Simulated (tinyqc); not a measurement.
Inside a calculation. Model: tunnelling through a gate dielectric, WKB transmission and Tsu-Esaki current.

tinyqc, about 0.02 s, one thread, Intel Xeon 2.30GHz (shared host): `OMP_NUM_THREADS=1 python tinyqc.py 2540112 2540113 out.jsonl` Printed values are rounded.

Electrons leave the emitter at x = 0. Energies E (motion across the layers) are in eV from the emitter Fermi level; the collector Fermi level lies at -V and offers states at every E. No charge in the dielectric and no image force: F1 = V/t1, U = phi1 - F1 x. With C = hbar^2/(2 m0), kappa = sqrt(m (U - E)/C) where U > E and 0 elsewhere; T(E) = exp(-S), S = 2 times the integral of kappa over x.

Inputs (values chosen for the exercise); dielectric values close to those of silicon dioxide:
```
symbol,value,unit,meaning
T,350,K,temperature
Ef,0.27,eV,Fermi energy of the emitter above its band bottom
me,1,m0,emitter mass in the supply function
phi1,3.21,eV,barrier of layer 1 above the emitter Fermi level at zero bias
m1,0.51,m0,tunnelling mass of layer 1
t1,6.5,nm,thickness of layer 1
V,6.4,V,voltage across the dielectric
E,0,eV,energy of the electron followed
nc,7,,cells in each layer
Ea,-0.27,eV,lower end of the energy grid
Eb,0.45,eV,upper end of the energy grid
nE,11,,points of the energy grid
```

Constants: q = 1.602176634e-19 C, kB = 1.380649e-23 J/K, hbar = 1.054571817e-34 J s, m0 = 9.1093837015e-31 kg, Vt = kB T/q, hbar^2/(2 m0) = 0.0380998212 eV nm^2. Results are converted to the units shown.

## Fields and band edges

F1 = V/t1, U = phi1 - F1 x.

F1 = 9.846154 MV/cm
U at x = t1 = -3.19 eV

## WKB exponent by the midpoint rule

Cut each layer into nc equal cells, take U and kappa at the cell centres, and sum S = 2 sum kappa h.

```
cell    x (nm)     U (eV)  kappa (1/nm)
0     0.464286   2.752857      6.070374
1     1.392857   1.838571      4.960939
2     2.321429   0.924286      3.517440
3     3.250000   0.010000      0.365867
4     4.178571  -0.904286      0.000000
5     5.107143  -1.818571      0.000000
6     6.035714  -2.732857      0.000000
```

S = 27.69858
T(E) = 9.346716e-13

## WKB exponent in closed form

Each layer adds (2/F) sqrt(m/C) [G(u at its left edge) - G(u at its right edge)] to S, with u = U - E (0 where negative) and G(u) = (2/3) u^1.5. The slope follows from 1/d = -dS/dE.

S = 28.49399
T(E) = 4.219071e-13
energy d over which T(E) grows by a factor e = 0.075104 eV

The midpoint rule gives S = 27.699, so its T(E) is 2.22 times this value. The band edge of layer 1 drops below E inside the layer: the barrier there is triangular (the Fowler-Nordheim case).

## Current density on a coarse energy grid

J = J0 times the integral of T(E) N(E) dE, N = ln[(1 + exp(-E/Vt))/(1 + exp((-E - V)/Vt))], J0 = q^2 me m0 kB T/(2 pi^2 hbar^3) (times 1e-4 for A/cm^2 per eV), by Simpson's rule on nE equally spaced points from Ea to Eb.

```
point      E (eV)          T(E)            N        T(E) N
0      -0.2700000  1.075295e-14     8.952186  9.626239e-14
1      -0.1980000  2.902564e-14     6.566250  1.905896e-13
2      -0.1260000  7.753616e-14     4.192845  3.250971e-13
3      -0.0540000  2.049492e-13     1.944755  3.985760e-13
4       0.0180000  5.359913e-13    0.4386217  2.350974e-13
5       0.0900000  1.386713e-12   0.04935106  6.843574e-14
6       0.1620000  3.548778e-12  0.004637621  1.645789e-14
7       0.2340000  8.982130e-12  4.270272e-4  3.835614e-15
8       0.3060000  2.248175e-11  3.924510e-5  8.822986e-16
9       0.3780000  5.563802e-11  3.606108e-6  2.006367e-16
10      0.4500000  1.361262e-10  3.313486e-7  4.510523e-17
```

J0 = 4.880933e8 A/(cm^2 eV)
J = 4.566126e-5 A/cm^2

The integrand peaks at E = -0.0540 eV among these points. A converged quadrature from -Ef to above the barrier gives 4.545e-5 A/cm^2; this grid is 0.46 % above that.
